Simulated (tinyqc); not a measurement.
# Worked calculation: threshold of a short bulk MOSFET: charge sharing, barrier lowering, narrow width

Computed by the program tinyqc: `OMP_NUM_THREADS=1 python tinyqc.py 2002065 2002066 out.jsonl`, one thread of a shared Intel Xeon 2.30GHz, about 0.01 s for the whole run. Printed values are rounded.

n-channel device on a p-type body, depletion approximation, full ionisation. Uniform doping N = Na. Vbi from Boltzmann statistics is rough for the degenerate source. Cox = eps0 eox/tox.

Values chosen for this exercise; band and dielectric values close to those of silicon: temperature T = 350 K; band gap Eg = 1.14 eV; relative permittivity eps_r = 11.9; conduction-band density of states at T Nc = 3.47e19 cm^-3; valence-band density of states at T Nv = 3.28e19 cm^-3; relative permittivity of the gate insulator (close to silicon dioxide) eox = 3.9; insulator thickness tox = 9.3 nm; channel doping Na = 9.4e17 cm^-3; source and drain doping Nsd = 1e20 cm^-3; flat-band voltage for the doping Na Vfb = -0.84 V; junction depth xj = 130 nm; body-source voltage Vbs = 0 V; drain-source voltage Vds = 0.5 V; gate width W = 1600 nm; shape factor of the fringing depletion at the width edges xw = 0.7854; channel length L = 210 nm.

Constants: q = 1.602176634e-19 C, kB = 1.380649e-23 J/K, Vt = kB T/q, eps0 = 8.8541878128e-14 F/cm where lengths are in cm. Results are converted to the units shown.

## Long-channel threshold and scales

ni = sqrt(Nc Nv) exp(-Eg/(2 Vt)), Eg in volts; 2 pB = 2 Vt ln(N/ni); flat band Vfb - Vt ln(N/Na); Wd = sqrt(2 eps0 eps_r (2 pB - Vbs)/(q N)); body term q N Wd/Cox; long-channel VT0 = flat band + 2 pB + body term; Vbi = Vt ln(N Nsd/ni^2); scale length l = sqrt((eps_r/eox) tox Wd).

N = 9.4e17 cm^-3
2 pB = 0.9240219 V
flat band = -0.84 V
Wd = 35.95712 nm
body term = 1.458454 V
VT0 = 1.542476 V
Vbi = 1.064783 V
l = 31.94295 nm

## Short-channel and narrow-width shifts

Charge sharing (trapezoid; it ignores Vds): F = (xj/L)(sqrt(1 + 2 Wd/xj) - 1), lowering = body term times F. Barrier lowering: th = exp(-L/(2 l)) + 2 exp(-L/l), lowering = th [2 (Vbi - 2 pB) + Vds], DIBL = th. Narrow width: rise = body term times xw Wd/W. VT by each model = VT0 - lowering + rise.

F = 0.1524522
lowering by charge sharing = 222.3446 mV
th = 0.04015346
lowering of the barrier = 31.38083 mV
DIBL = 40.15346 mV/V
narrow-width rise = 25.74237 mV
VT, charge sharing = 1.345874 V
VT, barrier lowering = 1.536837 V

L is 6.57 scale lengths. The charge-sharing lowering is 7.09 times the barrier lowering; the first falls off as 1/L and the second exponentially. Both describe the same loss of gate control, so they are alternatives and are not added.
